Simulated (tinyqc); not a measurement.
# Off-state leakage of single and stacked transistors: what changes with what

n-channel devices of unit width. Subthreshold current I(Vg, Vs, Vd) = I0 (T/300 K)^0.5 exp[(Vg - Vs - VT(T) - gb (Vs - Vb) + dd (Vd - Vs))/(nf Vt)] (1 - exp(-(Vd - Vs)/Vt)), VT(T) = VT - cT (T - 300 K). Gate-edge tunnelling Ig (Vd/1 V) exp(ag (Vd - 1 V)), for a gate at 0 V, and band-to-band leakage Ab u exp(-Bb/u), u = Vd - Vb + 1 V, flow at a drain held at V; both are taken as independent of T. In a stack of off transistors (all gates at 0 V) the same subthreshold current passes through each.

Inputs (values chosen for the exercise); values of the order met in bulk silicon logic transistors: temperature T = 300 K; supply voltage V = 0.7 V; threshold at 300 K, zero drain and body bias VT = 0.44 V; fall of the threshold with temperature cT = 0.7 mV/K; current at threshold at 300 K I0 = 0.2 uA/um; slope factor nf = 1.45; drain-induced lowering per volt dd = 0.09; rise of the threshold per volt of source-body bias gb = 0.15; gate-edge tunnelling current at 1 V Ig = 2e-5 uA/um; exponential slope of the gate current ag = 5.2 1/V; prefactor of band-to-band leakage at the drain Ab = 300 uA/(um V); its exponential voltage Bb = 26 V; body voltage Vb = -0.3 V.

Constants: q = 1.602176634e-19 C, kB = 1.380649e-23 J/K, Vt = kB T/q. Results are converted to the units shown.

Each table varies one quantity; the others keep the values above.

## Subthreshold current against the height of the stack

All n gates at 0 V, bottom source at 0 V, top drain at V; node voltages follow from equal currents.

Result of one run:

| n | I (nA/um) | reduction factor | drain voltage of the bottom device (mV) | source voltage of the top device (mV) | voltage across the top device (V) |
|---|---|---|---|---|---|
| 6 | 1.127e-4 | 22.91 | 6.776 | 94.67 | 0.6053 |

What becomes of these results when the number of transistors in series n is changed from 6 to 5, all else the same?

Result of the changed run:

| n | I (nA/um) | reduction factor | drain voltage of the bottom device (mV) | source voltage of the top device (mV) | voltage across the top device (V) |
|---|---|---|---|---|---|
| 5 | 1.389e-4 | 18.59 | 8.597 | 88.35 | 0.6116 |

The whole series:

| n | I (nA/um) | reduction factor | drain voltage of the bottom device (mV) | source voltage of the top device (mV) | voltage across the top device (V) |
|---|---|---|---|---|---|
| 1 | 0.002581 | 1.000 | 700.0 | 0 | 0.7000 |
| 2 | 4.699e-4 | 5.494 | 51.50 | 51.50 | 0.6485 |
| 3 | 2.608e-4 | 9.899 | 18.89 | 69.30 | 0.6307 |
| 4 | 1.811e-4 | 14.26 | 11.78 | 80.33 | 0.6197 |
| 5 | 1.389e-4 | 18.59 | 8.597 | 88.35 | 0.6116 |
| 6 | 1.127e-4 | 22.91 | 6.776 | 94.67 | 0.6053 |

The second transistor cuts the current by a factor of 5.49, the third by a further 1.80 and the sixth by 1.23. The top device keeps 86.5 % of the supply at n = 6, while the drain voltage of the bottom one falls to 0.262 Vt.

## Leakage components against the supply voltage

Same model as above.

One transistor with Vg = Vs = 0, Vd = V; stack factor I(one)/I(two in series).

Leakage components against the supply voltage:

| V (V) | subthreshold (nA/um) | gate edge (nA/um) | band-to-band (nA/um) | total (nA/um) | stack factor | largest part |
|---|---|---|---|---|---|---|
| 0.5 | 0.001597 | 7.427e-4 | 0.2879 | 0.2902 | 3.811 | band-to-band |
| 0.6 | 0.002030 | 0.001499 | 0.6500 | 0.6535 | 4.556 | band-to-band |
| 0.7 | 0.002581 | 0.002942 | 1.356 | 1.362 | 5.494 | band-to-band |
| 0.8 | 0.003282 | 0.005655 | 2.645 | 2.654 | 6.673 | band-to-band |
| 0.9 | 0.004173 | 0.01070 | 4.864 | 4.879 | 8.153 | band-to-band |
| 1 | 0.005305 | 0.02000 | 8.500 | 8.526 | 10.01 | band-to-band |
| 1.1 | 0.006745 | 0.03700 | 14.21 | 14.25 | 12.34 | band-to-band |
| 1.2 | 0.008575 | 0.06790 | 22.82 | 22.90 | 15.26 | band-to-band |
| 1.3 | 0.01090 | 0.1237 | 35.41 | 35.55 | 18.92 | band-to-band |
| 1.4 | 0.01386 | 0.2241 | 53.26 | 53.50 | 23.51 | band-to-band |

As V goes from 0.5 to 1.4, the total leakage rises from 0.290 to 53.5 nA/um. The band-to-band part leads at V = 0.5 and in all other rows. The reduction by a stack of two rises from 3.81 to 23.5, for the subthreshold part alone.

tinyqc, about 0.04 s, one thread, Intel Xeon 2.30GHz (shared host): `OMP_NUM_THREADS=1 python tinyqc.py 2242186 2242187 out.jsonl`
